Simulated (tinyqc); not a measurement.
Optical gain and spontaneous emission in a bulk direct-gap semiconductor: sweeps and comparisons. A value that a table varies takes the place of the one given here.

Parabolic bands, vertical transitions, no excitons. For each hole band j: mr = me mj/(me + mj); joint density of states J_j(E) = (mr/c)^(3/2) sqrt(E - Eg)/(2 pi^2), both spins, c = hbar^2/2m0; averaged matrix element |e.p|^2 = m0 Ep/6; alpha_j(E) = 4 pi^2 alpha_f c Ep J_j/(3 nr E) in 1/angstrom (alpha_f the fine-structure constant, listed as alpha among the constants), times 1e8 for 1/cm.

F_j(eta) = (1/Gamma(j + 1)) integral_0^infinity x^j dx/(1 + exp(x - eta)), which tends to exp(eta) for eta << 0.

Quasi-Fermi levels: n = Nc F_1/2(Fc/kT) and p = Nv F_1/2(Fv/kT), Fc counted up from the conduction edge and Fv down from the valence edge; Nc, Nv from N = 2 (m kB T/(4 pi c))^(3/2) with c = hbar^2/2m0, in 1/angstrom^3; times 1e24 for 1/cm^3, with me and (mhh^(3/2) + mlh^(3/2))^(2/3).

For band j the electron sits at Ee = (E - Eg) mr/me above its edge and the hole at Eh = (E - Eg) mr/mj; fe = 1/(1 + exp((Ee - Fc)/kT)), fh = 1/(1 + exp((Eh - Fv)/kT)); gain g = sum_j alpha_j (fe + fh - 1).

Spontaneous rate: R = integral of (nr E/(hbar c))^2/(pi^2 hbar) sum_j alpha_j fe fh dE, with alpha in 1/cm and (nr E/(hbar c))^2 in 1/cm^2 (1e16 per 1/angstrom^2); B = R/(n p); lifetime n/R.

Constants: hbar^2/2m0 = 3.80998211 eV angstrom^2; fine-structure constant alpha = 0.007297352564; kB = 8.617333262e-05 eV/K; hbar = 6.58211957e-16 eV s; hbar c = 1973.269805 eV angstrom.

Parameters, chosen for this exercise (near those of InP; the results hold for these values, not for the real material): Eg = 1.311 eV (direct gap); me = 0.0818 m0 (electron mass); mhh = 0.597 m0 (heavy-hole mass); mlh = 0.0895 m0 (light-hole mass); Ep = 20.7 eV (Kane energy); nr = 3.46 (refractive index); T = 350 K; n = 7.2e+18 1/cm^3 (injected density, n = p).

## Peak gain against injection

The peak is the largest g over E; a dash marks no gain.

Gain:

| n (1/cm^3) | Fc (eV) | Fv (eV) | peak gain (1/cm) | peak E - Eg (eV) | B (cm^3/s) |
|---|---|---|---|---|---|
| 1.0e+18 | 0.0232 | -0.0818 | - | - | 9.76e-11 |
| 1.6e+18 | 0.0457 | -0.0673 | - | - | 9.18e-11 |
| 2.4e+18 | 0.0687 | -0.0545 | 72 | 0.0049 | 8.53e-11 |
| 2.9e+18 | 0.0809 | -0.0484 | 243 | 0.0117 | 8.18e-11 |
| 3.7e+18 | 0.0986 | -0.0405 | 553 | 0.0220 | 7.69e-11 |
| 4.7e+18 | 0.1184 | -0.0326 | 938 | 0.0338 | 7.17e-11 |
| 6.2e+18 | 0.1451 | -0.0232 | 1473 | 0.0495 | 6.54e-11 |
| 8.2e+18 | 0.1769 | -0.0134 | 2098 | 0.0674 | 5.89e-11 |

transparency density (Fc + Fv = 0) = 2.06e+18 1/cm^3

Gain starts at 2.06e+18 1/cm^3, where Fc = -Fv = 0.0594 eV: with Nv/Nc = 21 the electrons must be degenerate before the holes are. The slope of peak gain against n is 3.41e-16 cm^2 between the first two rows with gain and 3.12e-16 between the last two; the peak moves from 0.0049 to 0.0674 eV above the gap as the bands fill, and B falls by a factor 1.66. Line broadening and gap shrinkage are left out.

## Gain spectrum

At the density n.

Spectrum:

| E - Eg (eV) | alpha, empty (1/cm) | fe, heavy | fh, heavy | g (1/cm) |
|---|---|---|---|---|
| 0.005 | 2254 | 0.995 | 0.350 | 768 |
| 0.010 | 3175 | 0.994 | 0.346 | 1052 |
| 0.020 | 4457 | 0.992 | 0.337 | 1394 |
| 0.030 | 5418 | 0.989 | 0.328 | 1596 |
| 0.045 | 6562 | 0.983 | 0.315 | 1755 |
| 0.060 | 7495 | 0.973 | 0.302 | 1797 |
| 0.080 | 8530 | 0.953 | 0.285 | 1706 |
| 0.100 | 9401 | 0.920 | 0.269 | 1440 |
| 0.130 | 10496 | 0.827 | 0.246 | 599 |
| 0.170 | 11678 | 0.598 | 0.218 | -1650 |
| 0.220 | 12851 | 0.257 | 0.186 | -5559 |

Fc + Fv = 0.1434 eV

g is positive below E - Eg = 0.1434 eV; the largest value listed is 1797 1/cm at 0.060 eV. At 0.220 eV above the gap g is -0.43 times the absorption of the empty crystal, whose limit is -1.

## Transparency density and B against temperature

Eg is held fixed; B is taken at n = 1e15 1/cm^3.

Results:

| T (K) | transparency density (1/cm^3) | Fc/kT there | B (cm^3/s) |
|---|---|---|---|
| 100 | 3.14e+17 | 1.969 | 6.99e-10 |
| 150 | 5.77e+17 | 1.969 | 3.83e-10 |
| 200 | 8.88e+17 | 1.969 | 2.50e-10 |
| 250 | 1.24e+18 | 1.969 | 1.80e-10 |
| 300 | 1.63e+18 | 1.969 | 1.37e-10 |
| 350 | 2.06e+18 | 1.969 | 1.09e-10 |
| 400 | 2.51e+18 | 1.969 | 9.00e-11 |
| 500 | 3.51e+18 | 1.969 | 6.50e-11 |

Fc/kT at transparency stays at 1.969, since it depends on Nv/Nc alone, so the density goes as T^1.50. B goes as T^-1.48, against T^-1.5 for non-degenerate carriers: hot carriers spread over k and fewer pairs share a wave vector.

## What moves transparency and gain

Transparency is Fc + Fv = 0; the peak is the largest g over E at the density n (0 if none). Each row changes one parameter from the base and keeps the others.

Results:

| case | transparency density (1/cm^3) | Fc + Fv (eV) | peak gain (1/cm) |
|---|---|---|---|
| base | 2.06e+18 | 0.1434 | 1797 |
| me = 0.0941 m0 | 2.35e+18 | 0.1208 | 1909 |
| mhh = 0.358 m0 | 1.58e+18 | 0.1697 | 2840 |
| Ep = 22.8 eV | 2.06e+18 | 0.1434 | 1980 |
| T = 390 K | 2.42e+18 | 0.1338 | 1521 |
| n = 9.36e+18 1/cm^3 | 2.06e+18 | 0.1854 | 2421 |
| nr = 3.63 | 2.06e+18 | 0.1434 | 1713 |

The largest shifts from the base row, up to three for each result and ties (the steps differ in size, so this ranks the rows, not the parameters). transparency density (1/cm^3): mhh -4.71e+17, T +3.62e+17, me +2.97e+17; unchanged at the printed digits by Ep, n and nr. Fc + Fv (eV): n +0.0420, mhh +0.0263, me -0.0226; unchanged at the printed digits by Ep and nr. peak gain (1/cm): mhh +1043, n +623, T -277.

(tinyqc, `OMP_NUM_THREADS=1 python tinyqc.py 1682361 1682362 out.jsonl`, Intel(R) Xeon(R) Processor @ 2.30GHz, 1 thread, shared host, about 0.09 s.)
